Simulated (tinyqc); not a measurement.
Lattice vibrations of a chain, step by step. One step of it, computed by the program tinyqc.

Question. Frequencies. omega^2 are the eigenvalues; wavenumber = 521.4708 sqrt(eigenvalue) 1/cm.

D(q) (eV/(angstrom^2 u)):
```
                     1                    2                    3
1             0.544753  -0.040021+0.023510i   0.262721+0.140011i
2  -0.040021-0.023510i             1.037940  -0.445284+0.019645i
3   0.262721-0.140011i  -0.445284-0.019645i             0.640086
```

Give: eigenvalues; wavenumbers; weights |e|^2 of the mass-weighted modes.

Answer.

eigenvalues: 0.181  0.671  1.371

wavenumbers (1/cm): 221.7  427.1  610.6

weights |e|^2 of the mass-weighted modes:
```
        mode 1  mode 2  mode 3
atom 1   0.334   0.612   0.054
atom 2   0.135   0.247   0.618
atom 3   0.531   0.141   0.328
```
